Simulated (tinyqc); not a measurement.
UHF in the sto-6g basis, for H3-, spin multiplicity 1, step by step. The basis has no diffuse functions, so it cannot describe the extra electron: this is an exercise in the method, not the real anion. One step of it, computed by the program tinyqc.

Problem. Orthogonalisation. S = U s U^T; canonical form X = U s^(-1/2), so that X^T S X = 1. Each column of U has its largest component positive (the first on a tie).

overlap S, lower triangle:
```
          1H 1s     2H 1s     3H 1s
1H 1s  1.000000
2H 1s  0.346302  1.000000
3H 1s  0.346258  0.187708  1.000000
```

Give: eigenvalues of S; X.

Solution.

eigenvalues of S: 0.595  0.812  1.592

X:
```
            1       2      3
1H 1s   0.999   0.000  0.505
2H 1s  -0.584  -0.784  0.432
3H 1s  -0.584   0.785  0.432
```
